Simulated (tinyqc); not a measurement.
Diffusion length from constant photovoltage.

Inverse problem. In a thick sample with a thin depletion layer the excess density at its edge goes as flux/(1/alpha + L), so the flux needed for a fixed surface photovoltage is proportional to 1/alpha + L. Find L.

photon flux for the same photovoltage at absorption coefficients 67 and 1900 1/cm (relative units): [167.25373, 23.263158]

Answer. The line of flux against 1/alpha meets zero at -L.

slope against 1/alpha = 1.00 1/um
L = 18.0 um

Computed by the program tinyqc: `OMP_NUM_THREADS=1 python tinyqc.py 2430173 2430174 out.jsonl`, one thread of a shared Intel Xeon 2.30GHz, about 0.01 s for the whole run.
